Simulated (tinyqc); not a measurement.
Formation energy of a charged point defect from supercell energies: one step, computed by the program tinyqc.

The host is a compound AB. Making the defect adds n_A = -1, n_B = 0 atoms to the cell. All total energies are inputs. E_F is counted from the valence-band maximum (VBM); x = 0 is A-rich and x = 1 B-rich growth.

Question. Chemical potentials. dmu_A = x dH and dmu_B = (1 - x) dH, so that dmu_A + dmu_B = dH; mu = mu(element) + dmu. The reservoir term is sum n_i mu_i.

Inputs (values chosen for the exercise, for a model compound AB): mu_A of the pure element = -2.057 eV; formation enthalpy dH of AB = -1.92 eV; growth condition x = 0.23.

Defect: vacancy of A. Supercell lattice: sc.

Give: dmu_A; dmu_B; sum n_i mu_i.

Answer.

dmu_A = -0.4416 eV

dmu_B = -1.4784 eV

sum n_i mu_i = 2.4986 eV
